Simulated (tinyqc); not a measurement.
Bond unit of a tetrahedral oxide and its oxygen vacancy in tight binding: one step. Levels, weights and charge. The numbers come from values chosen for the exercise (near tabulated values for SiO2).

H (eV):
```
           h1         h2           s          px          py          pz
h1  -9.357500          0   -5.486920    7.569316           0    1.063798
h2          0  -9.357500   -5.486920   -7.569316           0    1.063798
s   -5.486920  -5.486920  -33.950000           0           0           0
px   7.569316  -7.569316           0  -16.970000           0           0
py          0          0           0           0  -16.970000           0
pz   1.063798   1.063798           0           0           0  -16.970000
```

Task: Diagonalise; the four lowest levels are filled. The excess of electrons on oxygen is twice the oxygen weight of the filled levels less 6.

Give: levels; weights; highest filled to lowest empty; excess electrons on oxygen.

Result:

levels (eV): -36.2028  -24.5249  -17.1686  -16.9700  -6.9061  -1.8026

weights:
```
    level 1  level 2  level 3  level 4  level 5  level 6
h1    0.039    0.166    0.009    0.000    0.453    0.334
h2    0.039    0.166    0.009    0.000    0.453    0.334
s     0.922    0.000    0.004    0.000    0.075    0.000
px    0.000    0.668    0.000    0.000    0.000    0.332
py    0.000    0.000    0.000    1.000    0.000    0.000
pz    0.000    0.000    0.979    0.000    0.020    0.000
```

highest filled to lowest empty = 10.0639 eV
excess electrons on oxygen = 1.146

The highest filled level is the py orbital of oxygen (100 %) and the lowest empty one is 91 % cation hybrid, even under exchange of the two cations. The spacing is that of an isolated unit and exceeds the gap of the solid.

Run: tinyqc, `OMP_NUM_THREADS=1 python tinyqc.py 1450601 1450602 out.jsonl`; Intel(R) Xeon(R) Processor @ 2.30GHz, one thread, shared host; about 0.01 s of CPU time with all checks.
